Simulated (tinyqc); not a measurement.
# Short-channel transistor, virtual-source model with series resistance: what changes with what

The current per gate width is the charge at the top of the source barrier (the virtual source) times its velocity times a saturation function; al and be are fitting constants of the model. Units: I in uA/um, Rs in ohm um, so I Rs = 1e-6 I Rs in volts; Q in uC/cm^2, so I = 1e-4 Q vx0 Fsat with vx0 in cm/s.

Values chosen for this exercise:

| symbol | value | unit | meaning |
|---|---|---|---|
| T | 250 | K | temperature |
| Cinv | 3.28 | uF/cm^2 | inversion capacitance |
| vx0 | 2.93e7 | cm/s | velocity at the virtual source |
| mu | 260 | cm^2/(V s) | apparent mobility |
| L | 16 | nm | channel length |
| VT0 | 0.355 | V | threshold at zero drain voltage |
| dl | 0.123 | V/V | drain-induced barrier lowering |
| n0 | 1.26 |  | subthreshold factor |
| nd | 0.2 | 1/V | growth of n with drain voltage |
| al | 3.5 |  | threshold shift (in units of Vt) from weak to strong inversion |
| be | 1.6 |  | sharpness of saturation |
| Rs | 50 | ohm um | series resistance of each contact |

Constants: q = 1.602176634e-19 C, kB = 1.380649e-23 J/K, Vt = kB T/q. Results are converted to the units shown.

Each table varies one quantity; the others keep the values above.

## Transfer curves at low and high drain voltage

Intrinsic voltages Vg' = Vgs - I Rs, Vd' = Vds - 2 I Rs. n = n0 + nd Vd', VT = VT0 - dl Vd', Ff = 1/(1 + exp((Vg' - VT + al Vt/2)/(al Vt))), Q = Cinv n Vt ln(1 + exp((Vg' - VT + al Vt Ff)/(n Vt))), Vdsat = (vx0 L/mu)(1 - Ff) + Vt Ff, Fsat = u/(1 + u^be)^(1/be) with u = Vd'/Vdsat, and I = Q vx0 Fsat per width. I is solved self-consistently. Columns for Vds = 0.05 V and 0.9 V; gm = dI/dVgs at 0.9 V.

Transfer curves at low and high drain voltage:
```
Vgs (V),"I, low Vds (uA/um)","I, high Vds (uA/um)",gm (uS/um)
0,0.009703,1.104,33.40
0.11,0.4357,24.07,594.8
0.23,14.10,234.5,3110
0.34,90.37,681.5,4770
0.45,187.8,1244,5344
0.56,258.6,1843,5509
0.68,311.4,2505,5507
0.79,344.5,3107,5417
0.9,368.1,3694,5261
```

At Vds = 0.9 V the current spans 3.5 decades, from 1.10 to 3690 uA/um. Between the first two rows the swing is 82.2 mV a decade, against n Vt ln 10 = 71.4. At Vgs = 0 the higher drain voltage raises the current by a factor of 114, at Vgs = 0.9 V by 10.0. The transconductance goes from 33.4 through a maximum of 5510 (at Vgs = 0.56 V among the rows listed) to 5260 uS/um; Cinv vx0, its value in strong inversion and saturation without series resistance, is 9610 uS/um.

## Supply voltage at a fixed off current

For each supply Vdd, VT0 is set so that I(Vgs = 0, Vds = Vdd) = 100 nA/um; Ion = I(Vdd, Vdd); C = Cinv L + 0.74 fF/um of parasitic capacitance; delay C Vdd/Ion, energy C Vdd^2.

Result of one run:
```
Vdd (V),VT0 (V),Ion (uA/um),delay (ps),energy (fJ/um)
0.6,0.38366,1627.3,0.46634,0.45533
```

What becomes of these results when the supply voltage Vdd is changed from 0.6 to 1.1 V, all else the same?

Result of the changed run:
```
Vdd (V),VT0 (V),Ion (uA/um),delay (ps),energy (fJ/um)
1.1,0.46506,4418.1,0.31491,1.5304
```

The whole series:
```
Vdd (V),VT0 (V),Ion (uA/um),delay (ps),energy (fJ/um)
0.4,0.35103,638.69,0.79212,0.20237
0.5,0.36736,1111.4,0.56901,0.31620
0.6,0.38366,1627.3,0.46634,0.45533
0.7,0.39995,2167.0,0.40856,0.61975
0.8,0.41623,2720.5,0.37194,0.80947
0.9,0.43251,3281.9,0.34685,1.0245
1,0.44878,3848.4,0.32866,1.2648
1.1,0.46506,4418.1,0.31491,1.5304
```

The VT0 needed rises from 0.351 to 0.465 V and Ion rises from 639 to 4420 uA/um. The delay falls from 0.792 to 0.315 ps, while the energy grows as Vdd^2. Going from 0.4 to 0.5 V changes the delay by -28 %, going from 1 to 1.1 V by -4.2 %.

## Effect of the channel length on the on and off currents

Same model as above.

Ion is I at Vgs = Vds = 0.9 V, Ioff at Vgs = 0, Vds = 0.9 V, and Rlin = Vds/I at Vgs = 0.9 V, Vds = 0.05 V. mu, vx0, VT0, dl and n0 are held fixed.

Effect of the channel length on the on and off currents:
```
L (nm),Ion (uA/um),Ioff (nA/um),log10(Ion/Ioff),Rlin (ohm um)
10,3815.3,1104.5,3.5384,122.54
15,3715.4,1104.0,3.5271,133.63
24,3522.0,1102.9,3.5042,153.40
36,3271.2,1101.4,3.4728,179.51
55,2923.7,1098.6,3.4251,220.54
85,2495.6,1093.4,3.3584,284.92
130,2043.8,1084.1,3.2754,381.09
200,1594.5,1066.8,3.1745,530.32
```

Read the table: what changes, and by how much?

As L goes from 10 to 200 nm, Ion falls from 3820 to 1590 uA/um, Ioff falls from 1100 to 1070 nA/um and Rlin rises from 123 to 530 ohm um. Ion changes by a factor of 0.418 and Ioff by 0.966. In every row the off current passes 1 uA/um, so the device is hardly off at Vgs = 0. At L = 200 nm the channel is long for this model, whose fixed vx0 belongs to short devices.

tinyqc, about 0.01 s, one thread, Intel Xeon 2.30GHz (shared host): `OMP_NUM_THREADS=1 python tinyqc.py 2380087 2380088 out.jsonl`
